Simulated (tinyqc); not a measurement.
# CMOS inverter, nodal equation and switching, step by step

tinyqc, about 0.04 s, one thread, Intel Xeon 2.30GHz (shared host): `OMP_NUM_THREADS=1 python tinyqc.py 2340053 2340054 out.jsonl` Printed values are rounded.

An n-channel pull-down (bn, VTn) and a p-channel pull-up (bp, VTp) share the input Vin and the output node Vout, which carries the load C. Transistor (EKV form, voltages against the body): I = 2 n b Vt^2 [F(vp - Vs) - F(vp - Vd)] from drain to source, F(v) = ln^2(1 + exp(v/(2 Vt))), vp = (Vg - VT + sg |Vd - Vs|)/n. n-channel bodies are at 0; for the p-channel device all voltages are counted down from Vdd. b in uA/V^2 gives I in uA. Static: In = Ip. Transient: C dVout/dt = Ip - In. No velocity saturation, no gate capacitance beyond C.

Parameters, values chosen for the exercise: temperature T = 300 K; supply voltage Vdd = 0.4 V; slope factor n = 1.13; drain-induced barrier lowering sg = 0.021; n-channel threshold VTn = 0.44 V; p-channel threshold (magnitude) VTp = 0.39 V; gain factor of the pull-down transistor bn = 690 uA/V^2; gain factor of the pull-up transistor bp = 900 uA/V^2; load capacitance C = 1 fF; input voltage Vin = 0.18 V; time step dt = 200 ps.

Constants: q = 1.602176634e-19 C, kB = 1.380649e-23 J/K, Vt = kB T/q. Results are converted to the units shown.

## Iteration 1: output voltage by Newton steps

Vout at the start = 0.2 V

f = In - Ip at (Vin, Vout); G = df/dVout by a central difference with +/- 1e-6 V; Vout(new) = Vout - f/G, the step limited to +/- 0.1 V.

In = 1.61978e-4 uA
Ip = 0.00439973 uA
G = 0.00327153 uS
Vout after iteration 1 = 0.3 V

## Iteration 2: output voltage by Newton steps

As before.

In = 1.74047e-4 uA
Ip = 0.00401462 uA
G = 0.00639452 uS
Vout after iteration 2 = 0.4 V

## Course of the iteration: output voltage by Newton steps

Stop when Vout changes by less than 1e-9 V, or after 30 iterations.

Course of the iteration:

| iteration | Vout (V) | \|change\| (V) |
|---|---|---|
| 1 | 0.3 | 0.100 |
| 2 | 0.4 | 0.100 |
| 3 | 0.398705 | 1.30e-3 |
| 4 | 0.398674 | 3.09e-5 |
| 5 | 0.398674 | 1.71e-8 |
| 6 | 0.398674 | < 1e-14 |

Converged in 6 iterations. At the end the number of correct digits about doubles with each step.

## Transfer curve

| point | Vin (V) |
|---|---|
| 0 | 0 |
| 1 | 0.04 |
| 2 | 0.08 |
| 3 | 0.12 |
| 4 | 0.16 |
| 5 | 0.2 |
| 6 | 0.24 |
| 7 | 0.28 |
| 8 | 0.32 |
| 9 | 0.36 |
| 10 | 0.4 |

For each Vin solve In = Ip; gain = dVout/dVin.

| point | Vout (V) | supply current (uA) | gain |
|---|---|---|---|
| 0 | 0.400000 | 3.9926e-7 | 0.0000 |
| 1 | 0.400000 | 1.5691e-6 | 0.0000 |
| 2 | 0.399998 | 6.1630e-6 | -0.0001 |
| 3 | 0.399975 | 2.4178e-5 | -0.0016 |
| 4 | 0.399656 | 9.4608e-5 | -0.0230 |
| 5 | 0.394560 | 3.6726e-4 | -0.4025 |
| 6 | 0.024484 | 6.6320e-4 | -2.5761 |
| 7 | 0.001153 | 1.7337e-4 | -0.0785 |
| 8 | 0.000080 | 4.4367e-5 | -0.0053 |
| 9 | 0.000006 | 1.1315e-5 | -0.0004 |
| 10 | 0.000001 | 2.8815e-6 | 0.0000 |

The switching point Vin = Vout lies at 0.2283 V, with a gain of -45.8. The current peaks at 6.63e-4 uA among the points, against 4.0e-7 and 2.9e-6 uA of leakage at the ends.

## Switching point and noise margins

VM solves In = Ip with Vin = Vout. VIL and VIH are the inputs at which the gain is -1; NML = VIL - Vout(VIH), NMH = Vout(VIL) - VIH.

VM = 0.22832 V
gain at VM = -45.761
VIL = 0.21014 V
VIH = 0.24774 V
NML = 0.19814 V
NMH = 0.14028 V

VM lies 28 mV above Vdd/2, and the low margin is the larger one. With both transistors saturated the size of the gain tends to 1/sg = 47.6; here it is 3.9 % below that.

## Step 1: one time step of the falling output

Vout at t = 0 = 0.4 V

The input steps to Vdd at t = 0; I = In - Ip. Trapezoidal rule: V(new) = V - (dt/C)[I(V) + I(V(new))]/2, solved for V(new); 1 ps uA/fF = 1 mV.

I(V) = 0.219422 uA
I(V(new)) = 0.213998 uA
Vout after step 1 = 0.356658 V

## Step 2: one time step of the falling output

As before.

I(V) = 0.213998 uA
I(V(new)) = 0.208823 uA
Vout after step 2 = 0.314376 V

## Delays and energy

For a step input the delay to Vdd/2 is tHL = C times the integral of dV/(In - Ip) from Vdd/2 to Vdd at Vin = Vdd, and tLH likewise with Ip - In from 0 to Vdd/2 at Vin = 0. Energy drawn for one full cycle of the output: C Vdd^2. Leakage power: Vdd times the mean of the supply currents at Vin = 0 and Vdd.

tHL = 966.443 ps
tLH = 207.482 ps
energy = 0.16 fJ
leakage power = 6.56141e-4 nW

Time steps as above cross Vdd/2 at 967 ps by linear interpolation, 0.027 % above tHL. tLH/tHL = 0.215, with bn/bp = 0.767.
